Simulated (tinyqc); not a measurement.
Transfer length from front and end resistance.

Question. A contact of length d and width W has Rc = (Rsh Lt/W) coth(d/Lt) and Re = (Rsh Lt/W)/sinh(d/Lt), with Rsh the sheet resistance under the metal and Lt = sqrt(rc/Rsh). Find Lt, Rsh and rc.

Parameters, values chosen for the exercise:
- d = 0.0065 um (contact length)
- W = 0.44 um (contact width)

Rc = 844.57053 ohm
Re = 836.45861 ohm

Answer. Rc/Re = cosh(d/Lt) gives Lt, and Re then gives Rsh.

Lt = 0.0467 um
Rsh = 1.10e3 ohm/sq
rc = 2.40e-8 ohm cm^2

Program tinyqc, `OMP_NUM_THREADS=1 python tinyqc.py 2760105 2760106 out.jsonl`; Intel Xeon 2.30GHz, shared host, one thread, about 0.01 s.
